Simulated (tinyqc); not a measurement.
## Tunnelling through a two-layer gate stack, WKB transmission and Tsu-Esaki current: effect of temperature

Electrons leave the emitter at x = 0. Energies E (motion across the layers) are in eV from the emitter Fermi level; the collector Fermi level lies at -V and offers states at every E. No charge in the dielectric and no image force: F1 = V/(t1 + t2 eps1/eps2), F2 = F1 eps1/eps2; U = phi1 - F1 x in layer 1 and phi2 - F1 t1 - F2 (x - t1) in layer 2. With C = hbar^2/(2 m0), kappa = sqrt(m (U - E)/C) where U > E and 0 elsewhere; T(E) = exp(-S), S = 2 times the integral of kappa over x.

Each layer adds (2/F) sqrt(m/C) [G(u at its left edge) - G(u at its right edge)] to S, with u = U - E (0 where negative) and G(u) = (2/3) u^1.5. J = J0 times the integral of T(E) N(E) dE, N = ln[(1 + exp(-E/Vt))/(1 + exp((-E - V)/Vt))], J0 = q^2 me m0 kB T/(2 pi^2 hbar^3) (times 1e-4 for A/cm^2 per eV), from E = -Ef to far above the barrier (T = 1 there), by quadrature converged to the digits shown.

Parameters, values chosen for the exercise; layer 1 close to aluminium oxide, layer 2 close to hafnium oxide: Fermi energy of the emitter above its band bottom Ef = 0.21 eV; emitter mass in the supply function me = 1 m0; barrier of layer 1 above the emitter Fermi level at zero bias phi1 = 2.59 eV; tunnelling mass of layer 1 m1 = 0.41 m0; thickness of layer 1 t1 = 0.9 nm; relative permittivity of layer 1 eps1 = 9.15; barrier of layer 2 at zero bias phi2 = 1.51 eV; tunnelling mass of layer 2 m2 = 0.21 m0; thickness of layer 2 t2 = 1.8 nm; relative permittivity of layer 2 eps2 = 22.7; voltage across the dielectric V = 1 V.

Constants: q = 1.602176634e-19 C, kB = 1.380649e-23 J/K, hbar = 1.054571817e-34 J s, m0 = 9.1093837015e-31 kg, Vt = kB T/q, hbar^2/(2 m0) = 0.0380998212 eV nm^2. Results are converted to the units shown.

Results:
```
T (K),J (A/cm^2),mean E of the current (eV)
50,13.95,-0.1224
100,14.09,-0.1211
300,15.64,-0.1079
400,17.10,-0.09593
500,19.13,-0.07960
600,21.96,-0.05669
750,28.86,0.005684
```

Estimate the missing row, T = 200 K.

Computed row:
```
T (K),J (A/cm^2),mean E of the current (eV)
200,14.66,-0.1162
```

With this row back in the table: Between 50 and 300 K the current changes by a factor of 1.12, and between 300 and 750 K by 1.85; the mean energy of the current rises from -0.122 to 0.00568 eV. The transmission grows by a factor e over d = 0.144 eV near E = 0, equal to kB T/q at 1670 K: far below that temperature the thermal tail adds little.

Computed by the program tinyqc: `OMP_NUM_THREADS=1 python tinyqc.py 2540045 2540046 out.jsonl`, one thread of a shared Intel Xeon 2.30GHz, about 0.04 s for the whole run.
